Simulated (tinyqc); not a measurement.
Changing the level that defines the junction C_B: sputter depth profiling of a dopant layer: erosion rate, quantification and the mixing-roughness response. Computed by tinyqc, a small Python program. Command: `OMP_NUM_THREADS=1 python tinyqc.py 3026419 3026420 out.jsonl sims sweep`. One thread of a shared host (Intel(R) Xeon(R) Processor @ 2.30GHz), about 0.03 s of CPU time with the checks.

A rastered ion beam erodes silicon (49.94 atoms per nm^3). The measured profile is the true one convolved with a depth response.

Inputs (values chosen for the exercise, modelled on a dopant in silicon under an oxygen or caesium beam):
```
quantity                           value    unit
beam energy E                        0.6     keV
beam current                          20      nA
raster side                          500      um
sputter yield at 1 keV               1.1       -
mixing length at 1 keV               1.8      nm
roughness sigma                      1.5      nm
depth of the layer z0                 25      nm
sheet density Q                  2.6e+12  1/cm^2
relative sensitivity factor RSF  2.6e+21  1/cm^3
matrix count rate                1.2e+06     1/s
background count rate               0.47     1/s
counting time per point                2       s
```

True profile: delta layer.

Constants: e = 1.602176634e-19 C.

Method:
- Scaling chosen for the exercise: yield Y = Y1 E^0.5, mixing length w = w1 E^0.5 (E in keV).
- Erosion rate = Y I/(e x raster^2 x density); depth step = rate x counting time; concentration = RSF x counts/matrix counts; detection limit = RSF x 3 sqrt(background x time)/(matrix rate x time).
- Mixing alone turns a layer at z0 into (1/w) exp(-(z - z0 + w)/w) for z > z0 - w; roughness adds a Gaussian of width sigma. With x = z - z0 + w: g(x) = (1/(2w)) exp(sigma^2/(2 w^2) - x/w) erfc((sigma/w - x/sigma)/sqrt2), and its integral G(x) = (1/2) erfc(-x/(sigma sqrt2)) - w g(x). Measured: Q g(x), 1 nm = 1e-7 cm.
- Find the maximum, the full width at half maximum and the deep point where the profile falls to C_B; far down, the trailing edge decays by w ln(10) per decade.

One run for each value:
```
level that defines the junction C_B (1/cm^3)  apparent junction depth (nm)
1.00e+15                                                            38.123
3.00e+15                                                            36.591
1.00e+16                                                            34.913
3.00e+16                                                            33.381
1.00e+17                                                            31.702
3.00e+17                                                            30.170
1.00e+18                                                            28.471
```

What does the table show, and why?

Over the rows, apparent junction depth (nm) falls from 38.1 to 28.5 (exponent d ln y / d ln x -0.037 between the first rows and -0.048 between the last). Each decade down in C_B adds w ln(10) = 3.21 nm in the exponential tail. Left out: 3.00e18 (the peak is near the junction level, or the box is flat-topped). Left out: 1.00e19 (no root in the searched range).

Caution (rows 1.00e15, 3.00e15): C_B lies below the detection limit, so this point could not be measured.

Extremes, crossings and ranges named in words are read from the listed rows.
